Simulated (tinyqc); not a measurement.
## Voltage drop against the pad pitch

A grid of 17 by 17 nodes with segments Rx (rows) and Ry (columns); every node draws I1 and the central node kh I1; pads with resistance Rp sit at the nodes whose row and column are multiples of the pitch, counting from 0. The drops u = Vdd - V follow from G u = i, with G the conductance matrix and i the load currents, solved directly.

Parameters, values chosen for the exercise:
- Vdd = 0.9 V (supply voltage)
- Rx = 0.19 ohm (resistance of a horizontal segment)
- Ry = 0.21 ohm (resistance of a vertical segment)
- Rp = 0.37 ohm (resistance from a pad node to the supply)
- kh = 8 (factor on the load at the hot node)
- I1 = 0.28 mA (load current of a node in the large grid)

Result of one run:

| pitch (nodes) | pads | worst drop (mV) | mean drop (mV) | largest drop at a pad (mV) | largest pad current (mA) | worst drop over Vdd (%) |
|---|---|---|---|---|---|---|
| 1 | 289 | 0.2247 | 0.1061 | 0.2247 | 0.6073 | 0.02497 |

What becomes of these results when the pad pitch is changed from 1 to 16 nodes, all else the same?

Result of the changed run:

| pitch (nodes) | pads | worst drop (mV) | mean drop (mV) | largest drop at a pad (mV) | largest pad current (mA) | worst drop over Vdd (%) |
|---|---|---|---|---|---|---|
| 16 | 4 | 13.70 | 12.59 | 7.666 | 20.72 | 1.522 |

The whole series:

| pitch (nodes) | pads | worst drop (mV) | mean drop (mV) | largest drop at a pad (mV) | largest pad current (mA) | worst drop over Vdd (%) |
|---|---|---|---|---|---|---|
| 1 | 289 | 0.2247 | 0.1061 | 0.2247 | 0.6073 | 0.02497 |
| 2 | 81 | 0.5532 | 0.4151 | 0.5532 | 1.495 | 0.06147 |
| 4 | 25 | 1.675 | 1.472 | 1.557 | 4.208 | 0.1862 |
| 8 | 9 | 4.942 | 4.614 | 4.235 | 11.45 | 0.5491 |
| 16 | 4 | 13.70 | 12.59 | 7.666 | 20.72 | 1.522 |

The worst drop goes from 0.225 to 13.7 mV while the number of pads falls from 289 to 4; between the last two rows it goes as pitch^(1.47). The largest drop at a pad is 100 % of the worst drop in the first row and 56.0 % in the last; the rest falls along the wires.

tinyqc, about 0.1 s, one thread, Intel Xeon 2.30GHz (shared host): `OMP_NUM_THREADS=1 python tinyqc.py 2770116 2770117 out.jsonl`
